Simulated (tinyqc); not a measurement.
Threshold-voltage variability of a planar MOSFET, analytic estimates: effect of the metal grain size.

Three independent sources add in quadrature: random dopants in the depleted layer, metal-gate grains of two orientations, and roughness of the two gate edges acting through the roll-off VT = VT(long) - Vr exp(-L/l). These are first-order estimates: no three-dimensional electrostatics, no percolation.

ni = sqrt(Nc Nv) exp(-Eg/(2 Vt)), Eg in volts; Cox = 3.9 eps0/ti; Wd = sqrt(4 eps0 eps_r Vt ln(Na/ni)/(q Na)); dopants: s1 = (q/Cox) sqrt(Na Wd/(3 L W)). Grains: Ng = L W/G^2 (at least 1), s2 = dW sqrt(p (1 - p)/Ng). Edges, with exponential correlation and u = W/La: the mean gate length has sL^2 = 2 De^2 (2/u)[1 - (1 - exp(-u))/u]; s3 = sL (Vr/l) exp(-L/l). s = sqrt(s1^2 + s2^2 + s3^2). l and Vr are held fixed.

Parameters, values chosen for the exercise; material values close to those of silicon:
- T = 325 K (temperature)
- Eg = 1.12 eV (band gap)
- eps_r = 11.6 (relative permittivity of the semiconductor)
- Nc = 3.2e19 cm^-3 (conduction-band density of states at T)
- Nv = 2.94e19 cm^-3 (valence-band density of states at T)
- Na = 7.3e17 cm^-3 (channel doping)
- ti = 1.1 nm (oxide-equivalent thickness in inversion)
- L = 20 nm (gate length)
- W = 82 nm (gate width)
- dW = 0.2 eV (work-function difference of the two grain orientations)
- p = 0.3 (share of the orientation of higher work function)
- De = 1.8 nm (rms roughness of one gate edge)
- La = 30 nm (correlation length of the roughness)
- l = 4 nm (decay length of the threshold roll-off)
- Vr = 2.8 V (prefactor of the roll-off)

Constants: q = 1.602176634e-19 C, kB = 1.380649e-23 J/K, Vt = kB T/q, eps0 = 8.8541878128e-14 F/cm where lengths are in cm. Results are converted to the units shown.

The same in every row: s1 (mV) = 12.43; s3 (mV) = 8.330.

Effect of the metal grain size:
```
G (nm)	s2 (mV)	s (mV)	s sqrt(L W) (mV um)
2	4.526	15.63	0.6332
3	6.790	16.43	0.6655
5	11.32	18.76	0.7598
7	15.84	21.79	0.8826
10	22.63	27.13	1.099
14	31.68	35.04	1.419
20	45.26	47.67	1.931
```

Read the table: what changes, and by how much?

As G goes from 2 to 20 nm, s rises from 15.6 to 47.7 mV. The largest source is the dopants in the first row and the grains in the last. In every row the depletion depth exceeds L, so source and drain share much of the charge and s1 is rough.

tinyqc, about 0.02 s, one thread, Intel Xeon 2.30GHz (shared host): `OMP_NUM_THREADS=1 python tinyqc.py 2090142 2090143 out.jsonl`
